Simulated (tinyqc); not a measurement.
CCD on RHF in the sto-3g basis, for BeH2, spin multiplicity 1, step by step. One step of it, computed by the program tinyqc.

Problem. Orthogonalisation. S = U s U^T; symmetric (Loewdin) form X = U s^(-1/2) U^T, so that X^T S X = 1.

overlap S, order 1Be 1s, 1Be 2s, 1Be 2px, 1Be 2py, 1Be 2pz, 2H 1s, 3H 1s:
```
[[1.000000, 0.259517, 0.000000, 0.000000, 0.000000, 0.080757, 0.085921],
 [0.259517, 1.000000, 0.000000, 0.000000, 0.000000, 0.487696, 0.499225],
 [0.000000, 0.000000, 1.000000, 0.000000, 0.000000, 0.000000, 0.000000],
 [0.000000, 0.000000, 0.000000, 1.000000, 0.000000, 0.544060, -0.550916],
 [0.000000, 0.000000, 0.000000, 0.000000, 1.000000, 0.000000, 0.000000],
 [0.080757, 0.487696, 0.000000, 0.544060, 0.000000, 1.000000, 0.048051],
 [0.085921, 0.499225, 0.000000, -0.550916, 0.000000, 0.048051, 1.000000]]
```

Give: eigenvalues of S; X.

Solution.

eigenvalues of S: [0.201, 0.309, 0.930, 1.000, 1.000, 1.750, 1.811]

X, order 1Be 1s, 1Be 2s, 1Be 2px, 1Be 2py, 1Be 2pz, 2H 1s, 3H 1s:
```
[[1.028, -0.152, 0.000, -0.001, 0.000, 0.015, 0.013],
 [-0.152, 1.310, 0.000, -0.012, 0.000, -0.345, -0.366],
 [0.000, 0.000, 1.000, 0.000, 0.000, 0.000, 0.000],
 [-0.001, -0.012, 0.000, 1.470, 0.000, -0.513, 0.529],
 [0.000, 0.000, 0.000, 0.000, 1.000, 0.000, 0.000],
 [0.015, -0.345, 0.000, -0.513, 0.000, 1.367, -0.136],
 [0.013, -0.366, 0.000, 0.529, 0.000, -0.136, 1.390]]
```
